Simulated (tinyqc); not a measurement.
# Thin film between two gates, subbands and threshold shift from confinement: effects of single changes

Undoped body with a flat potential across it, hard walls, transport along x. Three valley pairs (g = 2 each) with the longitudinal mass along x, y or z. Non-parabolicity enters the subband edges through E (1 + al E) = gamma, so E = 2 gamma/(1 + sqrt(1 + 4 al gamma)); motion within a subband is taken as parabolic with the band-edge mass. Energies are counted from the bulk band edge.

Values chosen for this exercise; masses close to those of silicon:
```
symbol,value,unit,meaning
T,300,K,temperature
ml,0.901,m0,longitudinal mass
mt,0.191,m0,transverse mass
al,0.5,1/eV,non-parabolicity
t,5.5,nm,film thickness (along z)
dl,0.2,nm,widening of the box by penetration into the insulator
Cg,4,uF/cm^2,gate capacitance per area of interface
```

Constants: q = 1.602176634e-19 C, kB = 1.380649e-23 J/K, hbar = 1.054571817e-34 J s, m0 = 9.1093837015e-31 kg, Vt = kB T/q, hbar^2/(2 m0) = 0.0380998212 eV nm^2. Results are converted to the units shown.

Each table varies one quantity; the others keep the values above.

## Confinement against the film thickness

gamma = C (pi k/(t + dl))^2/mz, C = hbar^2/(2 m0). Each subband has N_k = g sqrt(mx my) m0 kB T/(pi hbar^2); without degeneracy n = exp(EF/Vt) sum N_k exp(-E_k/Vt). Classical value Nc times t, Nc = sum over valleys of 2 g (m m0 kB T/(2 pi hbar^2))^1.5 with m = (mx my mz)^(1/3). Threshold shift dVT = Vt ln(classical value/sum N_k exp(-E_k/Vt)). With degeneracy n = sum N_k F((EF - E_k)/Vt), F(x) = ln(1 + exp(x)); gate: Vg = EF + q n/(Cg P), P = 2 (both faces), summed over the 60 lowest subbands at most, with Vg counted from the value that would put EF at the bulk band edge of an empty body. The last two columns are for Vg = 0.5 V; sensitivity d(dVT)/dt by central differences between 0.99 and 1.01 times the value.

Result of one run:
```
t (nm)	E_1 (meV)	gap to the next edge (meV)	dVT (mV)	sensitivity (mV/nm)	n/P (cm^-2)	share of the lowest subband (%)
20	1.022	3.061	5.199	-0.3032	1.273e13	8.176
```

What becomes of these results when the film thickness (along z) t is changed from 20 to 8.4 nm, all else the same?

Result of the changed run:
```
t (nm)	E_1 (meV)	gap to the next edge (meV)	dVT (mV)	sensitivity (mV/nm)	n/P (cm^-2)	share of the lowest subband (%)
8.4	5.627	16.70	15.31	-2.525	1.181e13	20.69
```

The whole series:
```
t (nm)	E_1 (meV)	gap to the next edge (meV)	dVT (mV)	sensitivity (mV/nm)	n/P (cm^-2)	share of the lowest subband (%)
2	82.80	217.1	90.03	-59.55	7.953e12	99.55
2.7	48.45	133.5	63.10	-24.32	8.861e12	87.57
3.6	28.50	81.11	47.64	-13.13	9.935e12	60.25
4.7	17.23	50.03	35.21	-9.733	1.075e13	41.08
6.3	9.830	28.93	23.21	-5.469	1.138e13	28.41
8.4	5.627	16.70	15.31	-2.525	1.181e13	20.69
11	3.322	9.899	10.71	-1.240	1.214e13	15.48
15	1.805	5.395	7.304	-0.5847	1.247e13	11.09
20	1.022	3.061	5.199	-0.3032	1.273e13	8.176
```

As t grows from 2 to 20 nm, E_1 falls from 82.8 to 1.02 meV and dVT falls from 90.0 to 5.20 mV. E_1 goes as t^(-1.79) at the thin end (-2 for a parabolic band without penetration); a thickness error of 0.2 nm moves the threshold by 12 mV in the first row and 0.061 mV in the last. The charge per interface area rises from 7.95e12 to 1.27e13 cm^-2. For t = 2, 2.7 the body is too thin for bulk effective masses to be reliable. In every row the charge in the last two columns would bend the potential across the body noticeably, which is left out.

## Charge and subband filling against gate voltage

Same model as above.

Each subband has N_k = g sqrt(mx my) m0 kB T/(pi hbar^2). Cq = q dn/dEF.

Results:
```
Vg (V)	EF - E_1 (eV)	n (cm^-2)	n/P (cm^-2)	share of the lowest subband (%)	Cq/(Cg P)	total C/(Cg P)
-0.14	-0.1532	2.192e10	1.096e10	50.17	0.01696	0.01668
-0.02	-0.05311	1.016e12	5.080e11	48.96	0.7603	0.4319
0.11	-0.007267	5.218e12	2.609e12	44.47	3.483	0.7770
0.23	0.01369	1.016e13	5.082e12	40.28	6.145	0.8600
0.36	0.02915	1.588e13	7.941e12	36.57	8.748	0.8974
0.48	0.04027	2.132e13	1.066e13	33.84	10.85	0.9156
0.73	0.05861	3.289e13	1.644e13	29.68	14.38	0.9350
0.86	0.06668	3.897e13	1.949e13	28.08	15.83	0.9406
```

Estimate the missing row, Vg = 0.61 V.

Computed row:
```
Vg (V)	EF - E_1 (eV)	n (cm^-2)	n/P (cm^-2)	share of the lowest subband (%)	Cq/(Cg P)	total C/(Cg P)
0.61	0.05040	2.730e13	1.365e13	31.46	12.82	0.9277
```

With this row back in the table: EF passes E_1 = 0.0128 eV at Vg = 0.145 V. The share of the lowest subband falls from 50.2 to 28.1 % and the total capacitance rises from 0.0167 to 0.941 of Cg P. In the last row 6.2 % of an added gate voltage goes into raising EF (from the last two rows). For Vg = -0.02, 0.11, 0.23, 0.36, 0.48, 0.61, 0.73, 0.86 the charge would bend the potential across the body noticeably, which is left out.

Numbers from tinyqc (`OMP_NUM_THREADS=1 python tinyqc.py 2350068 2350069 out.jsonl`; about 0.06 s on one thread of a shared Intel Xeon 2.30GHz).
